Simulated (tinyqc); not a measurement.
# Inductance and parasitic capacitance from two readings

Question. A loss-free coil L in parallel with C shows the apparent inductance L/(1 - w^2 L C), w = 2 pi f. Find L, C and the self-resonance 1/(2 pi sqrt(L C)).

apparent inductance at 5.9 and 12 GHz (nH): [2.4214525, 4.6579778]

Solution. The inverse of the reading is 1/L - w^2 C, a straight line in w^2.

L = 2.100 nH
C = 46.00 fF
self-resonance = 16.19 GHz

tinyqc, about 0.01 s, one thread, Intel Xeon 2.30GHz (shared host): `OMP_NUM_THREADS=1 python tinyqc.py 2302204 2302205 out.jsonl`
